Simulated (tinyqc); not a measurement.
What each parameter does: heterojunction of two tight-binding chains.

Left chain: hopping -t1, sites at 2 t1 (band bottom 0). Right chain: hopping -t2, sites at dE + 2 t2 (bottom dE). t = c/(m a^2), c = hbar^2/2m0. The bond across the interface is -tc with tc = f sqrt(t1 t2), and the last left site has the extra energy U. In a chain E = bottom + 2t (1 - cos(ka)); the surface Green function of a half chain is g = -exp(ika)/t, with Im k > 0 where cos(ka) > 1.

Constants: hbar^2/2m0 = 3.80998211 eV angstrom^2.

Values chosen for the exercise (masses and offset of the size met at GaN / AlGaN; shifted at random, so the results belong to these values and not to a real crystal):
- a = 4 angstrom (site spacing)
- m1 = 0.208 m0 (mass on the left)
- m2 = 0.225 m0 (mass on the right)
- dE = 0.38 eV (band offset)
- f = 0.96 (factor on the interface hopping)
- U = 0.3 eV (extra energy on the last left site)
- E = 0.434 eV (electron energy)

T = 4 Im(S1) Im(S2) |G|^2 with G = 1/(E - 2 t1 - U - S1 - S2), S1 = -t1 exp(i k1 a), S2 = -(tc^2/t2) exp(i k2 a).

Results for these values:
```
case       T    k1 a    k2 a
base  0.7358  0.6259  0.2264
```

What happens to each result for U = 0.5 eV, all else kept?

Answer: T falls from 0.7358 to 0.6461; k1 a does not change at the printed digits; k2 a does not change at the printed digits.

The same for each parameter in turn:
```
case                   T    k1 a    k2 a
base              0.7358  0.6259  0.2264
m1 = 0.2496 m0    0.7058  0.6880  0.2264
m2 = 0.27 m0      0.7667  0.6259  0.2481
dE = 0.33 eV      0.8385  0.6259  0.3148
f = 0.864         0.5718  0.6259  0.2264
U = 0.5 eV        0.6461  0.6259  0.2264
a = 3.2 angstrom  0.7309  0.4977  0.1810
```

(tinyqc, `OMP_NUM_THREADS=1 python tinyqc.py 1451231 1451232 out.jsonl`, Intel(R) Xeon(R) Processor @ 2.30GHz, 1 thread, shared host, about 0.01 s.)
